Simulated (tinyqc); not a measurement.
Worked calculation: G0W0 on RHF in the sto-6g basis, for H6, spin multiplicity 1. One step of it, computed by the program tinyqc.

Problem. Screening: direct RPA. With D = e_a - e_i and K = (ia|jb): diagonalise D^(1/2) (D + 4K) D^(1/2) = Z w^2 Z^T; X + Y = D^(1/2) Z w^(-1/2), each column of Z with its largest component positive (the first on a tie); E_c = (sum w - tr (D + 2K)) / 2.

orbital energies (hartree): MO1 -0.568627, MO2 -0.501836, MO3 -0.418103, MO4 0.297656, MO5 0.486424, MO6 0.695637

Two-electron integrals over orbitals (pq|rs), unique and non-zero (hartree):
```
(11|11) 0.372214    (21|11) -0.000033   (21|21) 0.124498    (22|11) 0.291505
(22|21) 0.000495    (22|22) 0.362787    (31|11) 0.076629    (31|21) -0.000261
(31|22) -0.065747   (31|31) 0.134320    (32|11) -0.000382   (32|21) -0.124545
(32|22) -0.000220   (32|31) -0.000422   (32|32) 0.138993    (33|11) 0.354354
(33|21) -0.000596   (33|22) 0.307617    (33|31) 0.047778    (33|32) 0.000401
(33|33) 0.353628    (41|11) 0.000029    (41|21) 0.029655    (41|22) -0.000105
(41|31) 0.000120    (41|32) 0.002491    (41|33) 0.000045    (41|41) 0.082309
(42|11) 0.044064    (42|21) -0.000262   (42|22) -0.006668   (42|31) 0.042079
(42|32) -0.000015   (42|33) 0.013761    (42|41) -0.000209   (42|42) 0.065086
(43|11) 0.000262    (43|21) 0.049852    (43|22) 0.000074    (43|31) 0.000247
(43|32) -0.047195   (43|33) -0.000096   (43|41) 0.018422    (43|42) 0.000157
(43|43) 0.072707    (44|11) 0.352092    (44|21) -0.000498   (44|22) 0.305199
(44|31) 0.045625    (44|32) 0.000295    (44|33) 0.344710    (44|41) 0.000018
(44|42) 0.019424    (44|43) -0.000059   (44|44) 0.356197    (51|11) 0.009240
(51|21) 0.000079    (51|22) 0.021530    (51|31) -0.016997   (51|32) 0.000089
(51|33) -0.006978   (51|41) 0.000139    (51|42) 0.043430    (51|43) 0.000169
(51|44) -0.001325   (51|51) 0.048086    (52|11) 0.000141    (52|21) 0.015237
(52|22) -0.000097   (52|31) 0.000198    (52|32) 0.006633    (52|33) 0.000103
(52|41) 0.056390    (52|42) 0.000045    (52|43) -0.042656   (52|44) 0.000095
(52|51) 0.000212    (52|52) 0.094386    (53|11) -0.050965   (53|21) 0.000252
(53|22) 0.001440    (53|31) -0.045008   (53|32) 0.000042    (53|33) -0.023959
(53|41) 0.000202    (53|42) -0.063737   (53|43) -0.000208   (53|44) -0.020945
(53|51) -0.041159   (53|52) -0.000006   (53|53) 0.067100    (54|11) 0.000319
(54|21) 0.123020    (54|22) 0.000225    (54|31) 0.000342    (54|32) -0.133662
(54|33) -0.000434   (54|41) 0.002460    (54|42) -2.50e-06   (54|43) 0.048358
(54|44) -0.000346   (54|51) -0.000059   (54|52) -0.006182   (54|53) -0.000018
(54|54) 0.141160    (55|11) 0.300478    (55|21) 0.000410    (55|22) 0.364632
(55|31) -0.059208   (55|32) -0.000145   (55|33) 0.314596    (55|41) -0.000081
(55|42) -0.004092   (55|43) 0.000062    (55|44) 0.321029    (55|51) 0.021991
(55|52) -0.000084   (55|53) 0.000905    (55|54) 0.000171    (55|55) 0.383833
(61|11) 0.000044    (61|21) -0.002299   (61|22) 0.000067    (61|31) -0.000006
(61|32) -0.009856   (61|33) -0.000034   (61|41) -0.029363   (61|42) 0.000149
(61|43) -0.058444   (61|44) -0.000017   (61|51) 7.13e-07    (61|52) 0.035752
(61|53) -0.000107   (61|54) 0.007801    (61|55) 0.000053    (61|61) 0.069283
(62|11) 0.014825    (62|21) 0.000094    (62|22) 0.026170    (62|31) -0.014962
(62|32) 0.000069    (62|33) 0.001491    (62|41) 0.000169    (62|42) 0.042278
(62|43) 0.000200    (62|44) -0.000478   (62|51) 0.046405    (62|52) 0.000218
(62|53) -0.044097   (62|54) -0.000058   (62|55) 0.025241    (62|61) -0.000028
(62|62) 0.048305    (63|11) -0.000021   (63|21) -0.033296   (63|22) 0.000096
(63|31) -0.000118   (63|32) 0.003855    (63|33) -0.000012   (63|41) -0.081051
(63|42) 0.000235    (63|43) -0.019655   (63|44) -0.000021   (63|51) -0.000116
(63|52) -0.057557   (63|53) -0.000240   (63|54) -0.002648   (63|55) 0.000095
(63|61) 0.028915    (63|62) -0.000148   (63|63) 0.085271    (64|11) -0.077999
(64|21) 0.000270    (64|22) 0.060428    (64|31) -0.130255   (64|32) 0.000398
(64|33) -0.048487   (64|41) -0.000103   (64|42) -0.044294   (64|43) -0.000247
(64|44) -0.049815   (64|51) 0.014457    (64|52) -0.000193   (64|53) 0.046174
(64|54) -0.000345   (64|55) 0.063014    (64|61) 2.24e-06    (64|62) 0.013894
(64|63) 0.000110    (64|64) 0.139140    (65|11) 3.98e-06    (65|21) 0.127687
(65|22) 0.000446    (65|31) -0.000173   (65|32) -0.128429   (65|33) -0.000598
(65|41) 0.031279    (65|42) -0.000248   (65|43) 0.053048    (65|44) -0.000515
(65|51) 0.000069    (65|52) 0.015776    (65|53) 0.000238    (65|54) 0.132983
(65|55) 0.000394    (65|61) -0.003476   (65|62) 0.000087    (65|63) -0.036286
(65|64) 0.000204    (65|65) 0.141122    (66|11) 0.390891    (66|21) -0.000084
(66|22) 0.307402    (66|31) 0.079905    (66|32) -0.000347   (66|33) 0.373411
(66|41) 0.000021    (66|42) 0.048120    (66|43) 0.000265    (66|44) 0.379384
(66|51) 0.011192    (66|52) 0.000146    (66|53) -0.055440   (66|54) 0.000300
(66|55) 0.324662    (66|61) 0.000046    (66|62) 0.016867    (66|63) -0.000010
(66|64) -0.086384   (66|65) -0.000049   (66|66) 0.428382
```

Give: D^(1/2) (D + 4K) D^(1/2); excitation energies w; X + Y; RPA correlation energy.

Solution.

D^(1/2) (D + 4K) D^(1/2) (hartree^2), lower triangle:
```
        1>4     1>5     1>6     2>4     2>5     2>6     3>4     3>5
1>4   1.036
1>5   0.001   1.316
1>6  -0.123   0.000   1.949
2>4  -0.001   0.160   0.001   0.847
2>5   0.209   0.001   0.160   0.000   1.350
2>6   0.001   0.209   0.000   0.165   0.001   1.665
3>4   0.058   0.001  -0.222   0.000  -0.144   0.001   0.720
3>5   0.001  -0.161   0.000  -0.217   0.000  -0.184  -0.001   1.061
3>6  -0.318  -0.001   0.137   0.001  -0.242  -0.001  -0.070  -0.001

       3>6
3>6  1.620
```

excitation energies w (hartree): 0.802  0.840  0.933  1.010  1.084  1.121  1.375  1.381  1.448

X + Y:
```
          1       2       3       4       5       6       7       8
1>4  -0.202   0.000   0.860   0.002   0.081   0.000  -0.255   0.013
1>5   0.000  -0.101  -0.001   0.519  -0.002   0.714   0.019   0.383
1>6   0.135   0.000   0.162   0.001  -0.312  -0.001  -0.365   0.020
2>4  -0.003   0.854   0.000  -0.317   0.000   0.170   0.011   0.195
2>5   0.268   0.000  -0.227  -0.001   0.730   0.002  -0.470   0.025
2>6   0.000  -0.049  -0.001   0.159   0.001  -0.602   0.038   0.743
3>4   0.891   0.002   0.183  -0.001  -0.140   0.000   0.061  -0.003
3>5   0.001   0.491  -0.002   0.729   0.001  -0.253  -0.014  -0.260
3>6   0.058   0.000   0.330   0.003   0.549   0.001   0.594  -0.030

          9
1>4  -0.179
1>5  -0.001
1>6   0.804
2>4   0.000
2>5   0.014
2>6  -0.001
3>4  -0.121
3>5   0.000
3>6   0.368
```

RPA correlation energy = -0.08812 hartree
